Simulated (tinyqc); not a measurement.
Bias-temperature instability, empirical power law with universal recovery: two steps of the calculation.

Threshold-voltage shift at the end of a stress: dV = A (V/V0)^g exp[-(Ea q/kB)(1/T - 1/T0)] (t/1 s)^n. After a delay tr the permanent share pp stays and the rest falls by r = 1/(1 + B (tr/t)^be). An empirical model: its parameters are fits, not properties.

Values chosen for this exercise:
- V0 = 2 V (reference stress voltage)
- T0 = 373 K (reference temperature)
- A = 26 mV (shift after 1 s at V0 and T0)
- n = 0.21 (time exponent)
- g = 2.9 (voltage exponent)
- Ea = 0.15 eV (apparent activation energy of the shift)
- pp = 0.49 (permanent share)
- B = 1.7 (recovery scale)
- be = 0.23 (recovery dispersion)
- V = 0.96 V (use voltage)
- T = 328 K (use temperature)
- dc = 50 mV (failure criterion)
- tr = 10 s (delay before the measurement)

Constants: q = 1.602176634e-19 C, kB = 1.380649e-23 J/K. Results are converted to the units shown.

Question 1. Shift and lifetime at use conditions. The lifetime solves dV = dc; ten years are 3.15576e8 s.

Find: voltage factor; temperature factor; shift after ten years; lifetime; largest voltage for ten years.

Answer 1.

voltage factor = 0.11901
temperature factor = 0.52716
shift after ten years = 99.387 mV
lifetime = 0.3795 years
largest voltage for ten years = 0.75751 V

The device fails: the shift at ten years is above dc. In time the voltage exponent is g/n = 13.8 and the activation energy Ea/n = 0.714 eV.

Question 2. What a delayed measurement sees. At V0 and T0, measured shift = dV [pp + (1 - pp) r]; the apparent exponent is the slope of ln(shift) against ln t between the first and last point.

t, point 0 to 2 (s): 1  10  100

Wanted: dV; share left; measured; apparent n.

Answer 2.

```
point	dV (mV)	share left	measured (mV)
0	26.000	0.62121	16.151
1	42.167	0.67889	28.627
2	68.387	0.74487	50.939
```

apparent n = 0.24942

The delay hides 25.5 % of the last shift and raises the exponent from 0.21 to 0.249, since short stresses recover by a larger share.

Numbers from tinyqc (`OMP_NUM_THREADS=1 python tinyqc.py 2070003 2070004 out.jsonl`; about 0.01 s on one thread of a shared Intel Xeon 2.30GHz).
